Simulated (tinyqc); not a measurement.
X-ray photoelectron analysis of a thin oxide on a semiconductor: attenuation lengths, thickness, angle series and band offsets. Changing the oxide thickness d. Computed by tinyqc, a small Python program. Command: `OMP_NUM_THREADS=1 python tinyqc.py 3114276 3114277 out.jsonl xps sweep`. One thread of a shared host (Intel(R) Xeon(R) Processor @ 2.30GHz), about 0.01 s of CPU time with the checks.

The same element is seen in the oxide and in the substrate, at nearly the same kinetic energy; films are flat and uniform, and the work function is ignored.

Inputs (values chosen for the exercise, modelled on SiO2 on silicon):
```
quantity                                           value     unit
photon energy                                     1486.6       eV
binding energy of the core level                    99.4       eV
oxide density                                       2.16   g/cm^3
oxide formula mass                                 60.08    g/mol
valence electrons per oxide formula                   16        -
oxide gap                                           9.04       eV
substrate density                                   2.33   g/cm^3
substrate formula mass                             28.09    g/mol
valence electrons per substrate formula                4        -
substrate gap                                       1.12       eV
emission angle from the normal                         0  degrees
attenuation length over inelastic mean free path    0.91        -
carbon overlayer                                     0.3       nm
counts in the two peaks together                   30000        -
valence band offset used to make the data           4.64       eV
core level less valence band top, substrate        98.95       eV
core level less valence band top, thick oxide      98.33       eV
field in the oxide                                   1.1    MV/cm
```

Method:
- TPP-2M: lambda = E/(E_p^2 [b ln(c E) - C/E + D/E^2]) in angstrom, E_p = 28.8 sqrt(N_v rho/M), b = -0.10 + 0.944/sqrt(E_p^2 + E_g^2) + 0.069 rho^0.1, c = 0.191/sqrt(rho), U = N_v rho/M, C = 1.97 - 0.91 U, D = 53.4 - 20.8 U, with E = photon energy less binding energy in eV.
- Attenuation length L = factor x lambda.
- R_0 = (rho_o/M_o) L_o/((rho_s/M_s) L_s); peak ratio R = I_ox/I_sub = R_0 [exp(d/(L_o cos theta)) - 1]; hence d = L_o cos theta ln(1 + R/R_0). A carbon layer weakens both peaks alike, by exp(-d_C/(L_o cos theta)) if its L is taken equal to L_o. This R_0 leaves out intrinsic losses from the substrate peak, so calibrated values can be larger.
- With x = d/(L_o cos theta): d ln d/d ln R = (1 - exp(-x))/x = -d ln d/d ln R_0; counting error of R = 1/sqrt(N f (1 - f)), f the oxide share, which times the sensitivity gives that of d; an angle error adds tan(theta) d theta; d is proportional to L_o at fixed R_0. Assumed errors: 5 % in R_0, 1 degree, 5 % in L_o.
- Valence band offset = (E_core - E_v)(substrate) - (E_core - E_v)(oxide) + (core level separation at the interface, oxide less substrate). The separation is made here from the given offset; a uniform field F that raises the binding energy towards the surface shifts the oxide peak by e F <z>, <z> = d/(1 - exp(-x)) - d/x, x = d/(L_o cos theta), being the mean distance from the interface. Conduction band offset = oxide gap - substrate gap - valence band offset.

One run for each value:
```
oxide thickness d (nm)     ratio R  counting error of d (%)  sensitivity to R  apparent valence band offset (eV)
0.30                    4.8244e-02                   2.6428           0.95916                             4.6567
0.46                    7.5679e-02                   2.1182           0.93829                             4.6658
0.70                    1.1921e-01                   1.6996           0.90811                             4.6798
1.10                    1.9858e-01                   1.3365           0.86068                             4.7036
1.70                    3.3562e-01                   1.0591           0.79569                             4.7409
2.50                    5.5809e-01                   0.8660           0.71919                             4.7934
3.90                    1.0901e+00                   0.7033           0.60851                             4.8928
6.00                    2.4031e+00                   0.6139           0.48434                             5.0583
9.10                    6.4848e+00                   0.6140           0.36180                             5.3331
14.00                   2.7187e+01                   0.7805           0.25007                             5.8183
```

Describe and explain the trends.

Over the rows, ratio R rises from 0.0482 to 27.2 (exponent d ln y / d ln x 1.1 between the first rows and 3.3 between the last); counting error of d (%) goes from 2.64 through a minimum among these rows, 0.614 at 6.00, to 0.780; sensitivity to R falls from 0.959 to 0.250 (exponent d ln y / d ln x -0.051 between the first rows and -0.86 between the last). At the low end the exponent of ratio R is 1.05, close to 1: a film thin against L cos theta. The counting error is least at d = 6 nm among these rows: thin films give few oxide counts, thick ones few substrate counts.

Extremes, crossings and ranges named in words are read from the listed rows.
